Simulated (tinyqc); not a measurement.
From results back to parameters: buckled dimers of a reconstructed (001) surface, two dangling bonds a dimer. Two cases, with inputs chosen for the exercise.

Problem. With tp the pi coupling of the two dangling bonds, gm their shift per height and kf the force constant (elastic energy kf z^2), an isolated buckled dimer has gap 2 gm^2/kf, buckling z with (gm z)^2 + tp^2 = (gm^2/kf)^2, and charge gm z/(gm^2/kf) moved to the up atom. The values come from hidden parameters.

Case 1.

gap = 0.845121 eV
z = 0.234190 angstrom
charge moved = 0.925542 e

Case 2.

gap = 1.186766 eV
z = 0.322244 angstrom
charge moved = 0.906915 e

Find: tp; gm; kf.

Solution. With x half the gap and c the charge: tp = x sqrt(1 - c^2), gm = x c/z, kf = gm^2/x.

Case 1.

tp = 0.16 eV
gm = 1.67 eV/angstrom
kf = 6.6 eV/angstrom^2

Case 2.

tp = 0.25 eV
gm = 1.67 eV/angstrom
kf = 4.7 eV/angstrom^2

Computed by tinyqc, one run a case: `OMP_NUM_THREADS=1 python tinyqc.py N N+1 out.jsonl` with N = 1482106, 1482111; one thread of a shared Intel(R) Xeon(R) Processor @ 2.30GHz, about 0.06 s a run at most.
